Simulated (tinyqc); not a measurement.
Octagonal on-chip spiral inductor, lumped pi model: one step of the calculation.

Outer diameter do = di + 2 n wd + 2 (n - 1) sp, mean da = (do + di)/2, fill p = (do - di)/(do + di), length l = 3.314 n da. L = 2.25 mu0 n^2 da/(1 + 3.55 p), mu0 = 4 pi 1e-7 H/m. Rs = rho l/(wd delta (1 - exp(-th/delta))), delta = sqrt(rho/(pi f mu0)). Cs = n wd^2 eps0 eo/hu across the coil. At each end Cox = l wd eps0 eo/(2 ho) leads to the substrate branch Rsi = 2 rs he/(l wd) in parallel with Csi = l wd eps0 11.7/(2 he). With one end grounded Y = 1/(Rs + i w L) + i w Cs + 1/[1/(i w Cox) + 1/(1/Rsi + i w Csi)], w = 2 pi f; Q = -Im Y/Re Y. Eddy currents in neighbouring turns and in the substrate are left out.

Task. Admittance, quality factor and apparent inductance. Series branch 1/(Rs + i w L), substrate branch, total Y, Q = -Im Y/Re Y, apparent inductance Im(1/Y)/w, metal-only value w L/Rs, share of the loss in the substrate Re(substrate branch)/Re Y.

Parameters, values chosen for the exercise:
```
symbol  value  unit    meaning
f           6   GHz  frequency
```

L = 0.54800085 nH
Rs = 1.8954740 ohm
Cs = 20.432741 fF
Cox = 38.512397 fF
Rsi = 638.62466 ohm
Csi = 16.221421 fF

Find: series branch; substrate branch; Y; Q; apparent inductance; w L/Rs; share of the loss in the substrate.

Result.

series branch = 4.404-48.001i mS
substrate branch = 0.49195+0.80362i mS
Y = 4.896-46.427i mS
Q = 9.4826
apparent inductance = 0.56506 nH
w L/Rs = 10.899
share of the loss in the substrate = 10.048 %

Q is 87.0 % of the metal-only value.

Program tinyqc, `OMP_NUM_THREADS=1 python tinyqc.py 2302117 2302118 out.jsonl`; Intel Xeon 2.30GHz, shared host, one thread, about 0.01 s.
